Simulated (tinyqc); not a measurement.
p-i-n power rectifier, conductivity modulation at high injection: one step of the calculation.

A drift layer from x = -d to d (2 d = W) between ideal p+ and n+ emitters (no recombination in them). High injection, n = p, ambipolar diffusion with one lifetime; both mobilities scale as (T/300 K)^(-bt).

Task. Drift layer. Triangular field at breakdown with Ec = Kc N^(1/8): BV = eps0 eps_r Ec^2/(2 q N), so N = (eps0 eps_r Kc^2/(2 q BV))^(4/3); W = 2 BV/Ec; mu = mud (T/300 K)^(-bt); rho = 1/(q mu N); ideal resistance rho W.

Inputs (values chosen for the exercise); bulk values close to those of 4H silicon carbide: temperature T = 450 K; relative permittivity eps_r = 10; critical-field constant Kc = 22100 V/cm per (cm^-3)^(1/8); rated breakdown voltage of the drift layer BV = 6600 V; drift mobility at 300 K mud = 828 cm^2/(V s); temperature exponent of the drift mobility bt = 2.5.

Constants: q = 1.602176634e-19 C, eps0 = 8.8541878128e-14 F/cm where lengths are in cm. Results are converted to the units shown.

Wanted: N; Ec; W; mu; rho; ideal resistance.

Result.

N = 1.205e15 cm^-3
Ec = 1.696 MV/cm
W = 77.82 um
mu = 300.5 cm^2/(V s)
rho = 17.24 ohm cm
ideal resistance = 134.2 mohm cm^2

tinyqc, about 0.01 s, one thread, Intel Xeon 2.30GHz (shared host): `OMP_NUM_THREADS=1 python tinyqc.py 2230064 2230065 out.jsonl`
